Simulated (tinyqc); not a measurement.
Inside a calculation. Model: charge neutrality of a doped semiconductor with incomplete ionisation. Computed by tinyqc, a small Python program that keeps every step. Command: `OMP_NUM_THREADS=1 python tinyqc.py 3023638 3023639 out.jsonl dopant walk`. One thread of a shared host (Intel(R) Xeon(R) Processor @ 2.30GHz), about 0.08 s of CPU time with the checks. Intermediate numbers are printed to about 6 digits and carried at full precision; extremes and crossings named in words are read from the listed rows.

Energies are counted from the top of the valence band; E_D is measured down from the conduction band and E_A up from the valence band.

Inputs (values chosen for the exercise, modelled on silicon):

| quantity | value | unit |
|---|---|---|
| gap at 0 K E_g0 | 1.17 | eV |
| Varshni alpha | 0.000475 | eV/K |
| Varshni beta | 625 | K |
| electron mass m_e | 0.338 | m_0 |
| valleys M_c | 6 | - |
| hole mass m_h | 0.781 | m_0 |
| donor density N_D | 2.3e+16 | cm^-3 |
| acceptor density N_A | 5.8e+16 | cm^-3 |
| donor depth E_D | 0.0463 | eV |
| acceptor depth E_A | 0.0462 | eV |
| donor degeneracy g_D | 2 | - |
| acceptor degeneracy g_A | 4 | - |
| temperature T | 300 | K |
| iteration cap | 15 | - |

Doping: p-type, compensated. Statistics of the bands: Boltzmann. Solver: Newton steps on the difference. Start of Newton steps: 0.25 eV inside the majority band.

Constants: m_0 = 9.1093837015e-31 kg; k_B = 1.380649e-23 J/K; h = 6.62607015e-34 J s; k_B = 8.617333262e-05 eV/K.

## Gap and effective densities of states

E_g = E_g0 - alpha T^2/(T + beta). N_c = 2 M_c (2 pi m_e k_B T/h^2)^(3/2) and N_v = 2 (2 pi m_h k_B T/h^2)^(3/2), masses in units of m_0. n_i = sqrt(N_c N_v) exp(-E_g/(2 k_B T)); E_i = E_g/2 + (k_B T/2) ln(N_v/N_c).

gap E_g = 1.12378 eV

N_c = 2.95868e+19 cm^-3

N_v = 1.73200e+19 cm^-3

k_B T = 0.0258520 eV

intrinsic density n_i = 8.23105e+09 cm^-3

intrinsic level E_i = 0.554970 eV

## Charges at trial Fermi levels

n = N_c exp((E_F - E_g)/k_B T), p = N_v exp(-E_F/k_B T). N_D+ = N_D/(1 + g_D exp((E_F - E_g + E_D)/k_B T)). N_A- = N_A/(1 + g_A exp((E_A - E_F)/k_B T)). Neutrality: p + N_D+ = n + N_A-; the log ratio is ln[(p + N_D+)/(n + N_A-)]. The last column is ln[(p + N_D+)/(n + N_A-)], which vanishes at neutrality; trial levels are the majority level plus multiples of k_B T, rounded to 0.1 meV.

Densities (cm^-3):

| E_F (eV) | n | p | N_D+ | N_A- | log ratio |
|---|---|---|---|---|---|
| -0.0314 | 1.16109e+00 | 5.83506e+19 | 2.30e+16 | 7.11840e+14 | 11.3145 |
| 0.0203 | 8.57801e+00 | 7.89812e+18 | 2.30e+16 | 4.87668e+15 | 7.3928 |
| 0.0721 | 6.36192e+01 | 1.06493e+18 | 2.30e+16 | 2.34933e+16 | 3.8353 |
| 0.1238 | 4.70013e+02 | 1.44145e+17 | 2.30e+16 | 4.83813e+16 | 1.2397 |
| 0.2013 | 9.42004e+03 | 7.19213e+15 | 2.30e+16 | 5.74303e+16 | -0.6430 |

The log ratio changes sign between 0.1238 and 0.2013 eV.

## Solving for the Fermi level

Newton steps from the start named, with the slope from a central difference of 1e-6 eV; the function is the difference p + N_D+ - n - N_A- and steps are not cut; a step that lands more than 1.5 eV outside the gap ends the run; stop when |log ratio| < 1e-9.

Course of the iteration:

| step | E_F (eV) | log ratio |
|---|---|---|
| 1 | -0.250000 | 28.2134 |
| 2 | -0.224148 | 26.2134 |
| 3 | -0.198296 | 24.2134 |
| 4 | -0.172444 | 22.2135 |
| 5 | -0.146592 | 20.2136 |
| 6 | -0.120740 | 18.2138 |
| 7 | -0.094887 | 16.2145 |
| 8 | -0.069035 | 14.2163 |
| 9 | -0.043180 | 12.2212 |
| 10 | -0.017322 | 10.2345 |
| 11 | 0.008546 | 8.2699 |
| 12 | 0.034433 | 6.3610 |
| 13 | 0.060331 | 4.5777 |
| 14 | 0.086080 | 3.0239 |
| 15 | 0.111008 | 1.7802 |

Fermi level E_F (last iterate) = 0.133567 eV

converged (1 yes, 0 no) = 0

steps = 15

Not converged within 15 steps; the log ratio is still 1.78, and the E_F printed is only the next iterate. Far from the root Newton steps on an exponential move E_F by one k_B T each, which lowers the difference by a factor e; the start lies 0.25 eV, 10 k_B T, inside the band, and the last step was 0.96 k_B T.

Reruns converge with solver = Newton steps on the logarithm; or with solver = bisection, iteration cap = 60; or with iteration cap = 60.
